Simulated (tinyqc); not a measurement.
Jacobi rotations on a symmetric matrix, step by step. Computed by tinyqc, a small Python program that keeps every step. Settings: method = jacobi. Command: `OMP_NUM_THREADS=1 python tinyqc.py 30162 30163 out.jsonl` (the two numbers bound the seeds that draw the settings). One thread of a shared host (Intel(R) Xeon(R) Processor @ 2.60GHz), about 0.01 s of CPU time with the checks.

## Jacobi rotation 1

A, lower triangle:
```
,1,2,3,4,5
1,0.188000
2,-0.459000,2.396000
3,0.483000,-0.646000,2.719000
4,0.486000,0.925000,0.146000,2.771000
5,0.958000,0.694000,0.310000,0.602000,4.506000
```

Take the largest off-diagonal element A_pq; tan 2 theta = 2 A_pq / (A_qq - A_pp) with |theta| <= pi/4; A' = J^T A J with J_pp = J_qq = cos, J_pq = sin, J_qp = -sin.

p, q, theta (rad): 1.000000  5.000000  0.208811

A', lower triangle:
```
,1,2,3,4,5
1,-0.015000
2,-0.592894,2.396000
3,0.408246,-0.646000,2.719000
4,0.350650,0.925000,0.146000,2.771000
5,0.000000,0.583776,0.403391,0.689670,4.709000
```

## Jacobi rotation 2

As before.

p, q, theta (rad): 2.000000  4.000000  0.685402

A', lower triangle:
```
,1,2,3,4,5
1,-0.015000
2,-0.680954,1.639688
3,0.408246,-0.592526,2.719000
4,-0.103831,0.000000,-0.295880,3.527312
5,0.000000,0.015389,0.403391,0.903439,4.709000
```

## Jacobi rotation 3

As before.

p, q, theta (rad): 4.000000  5.000000  0.495809

A', lower triangle:
```
,1,2,3,4,5
1,-0.015000
2,-0.680954,1.639688
3,0.408246,-0.592526,2.719000
4,-0.091328,-0.007321,-0.452161,3.038666
5,-0.049397,0.013536,0.214053,0.000000,5.197646
```

## All rotations

The off-diagonal norm falls at every rotation.

Rotations:
```
step,p,q,theta,off-diagonal norm
1,1,5,0.208811,2.41e+00
2,2,4,0.685402,2.03e+00
3,4,5,0.495809,1.58e+00
4,1,2,-0.344322,1.25e+00
5,2,3,-0.515069,7.68e-01
6,3,4,0.739853,5.12e-01
7,1,3,0.047444,4.46e-01
8,2,4,-0.123926,3.93e-01
9,2,5,0.038664,3.35e-01
10,2,3,0.066039,2.76e-01
11,3,5,0.075605,2.06e-01
...,...,...,...,...
19,2,3,0.000567,1.74e-03
20,3,5,-0.000549,1.11e-03
21,2,4,-0.000552,5.64e-04
22,4,5,-0.000112,3.97e-04
23,1,4,0.000091,1.11e-04
24,1,2,-0.000045,7.86e-06
25,1,5,1.01e-06,5.79e-07
26,2,5,1.01e-07,2.12e-07
27,3,4,-1.78e-07,5.92e-08
28,1,3,-1.10e-08,1.00e-08
29,2,4,-5.79e-09,8.91e-10
```

eigenvalues: -0.273111  1.461818  2.683290  3.490854  5.217149
